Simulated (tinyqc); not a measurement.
Anisotropic elasticity and sound waves of a cubic crystal: one step, computed by the program tinyqc.

Voigt order 1..6 = xx, yy, zz, yz, xz, xy, with engineering shear strains. The rotated frame has x' as named, z' along the wafer normal and y' = z' x x'.

Question. Compliances and anisotropy. S11 = (C11 + C12)/D, S12 = -C12/D, D = (C11 - C12)(C11 + 2 C12), S44 = 1/C44. Zener ratio A = 2 C44/(C11 - C12); S0 = S11 - S12 - S44/2; H = 2 C44 + C12 - C11.

Inputs (values chosen for the exercise, for a model crystal): C11 = 593 GPa; C12 = 173 GPa; C44 = 88.4 GPa.

Frame: (113) wafer, x' along [1-10].

Give: S11; S12; S44; Zener ratio A; S0; H.

Answer.

S11 = 1.942 1/TPa

S12 = -0.4387 1/TPa

S44 = 11.31 1/TPa

Zener ratio A = 0.4210

S0 = -3.275 1/TPa

H = -243.2 GPa
